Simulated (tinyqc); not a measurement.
From results back to parameters: sp3s* tight binding. Five cases, with inputs chosen for the exercise.

Problem. For a crystal of one element and without spin-orbit coupling the levels at Gamma are Es -/+ |Vss| and Ep -/+ Vxx, and the upper valence level at X is Ep - Vxy. The levels below come from hidden parameters.

Find: Es, |Vss|, Ep, Vxx, Vxy.

Method. Means give the levels and half the splittings give the couplings; Vxy = Ep - E(X).

Case 1.

s levels at Gamma (eV): -12.5490  4.1810

p levels at Gamma (eV): -0.0180  3.4580

upper valence level at X = -2.8010 eV

Solution.

Es, |Vss|, Ep, Vxx, Vxy (eV): -4.184  8.365  1.720  1.738  4.521

Case 2.

s levels at Gamma (eV): -12.6500  0.9120

p levels at Gamma (eV): -0.0060  3.2160

upper valence level at X = -3.2950 eV

Solution.

Es, |Vss|, Ep, Vxx, Vxy (eV): -5.869  6.781  1.605  1.611  4.900

Case 3.

s levels at Gamma (eV): -12.4920  4.1440

p levels at Gamma (eV): -0.0400  3.4220

upper valence level at X = -2.9090 eV

Solution.

Es, |Vss|, Ep, Vxx, Vxy (eV): -4.174  8.318  1.691  1.731  4.600

Case 4.

s levels at Gamma (eV): -12.5440  4.1100

p levels at Gamma (eV): 0.0040  3.4100

upper valence level at X = -2.8740 eV

Solution.

Es, |Vss|, Ep, Vxx, Vxy (eV): -4.217  8.327  1.707  1.703  4.581

Case 5.

s levels at Gamma (eV): -12.8060  0.8980

p levels at Gamma (eV): -0.0040  3.2000

upper valence level at X = -3.2620 eV

Solution.

Es, |Vss|, Ep, Vxx, Vxy (eV): -5.954  6.852  1.598  1.602  4.860

Computed by tinyqc, one run a case: `OMP_NUM_THREADS=1 python tinyqc.py N N+1 out.jsonl` with N = 1481071, 1481166, 1481248, 1481354, 1481448; one thread of a shared Intel(R) Xeon(R) Processor @ 2.30GHz, about 0.2 s a run at most.
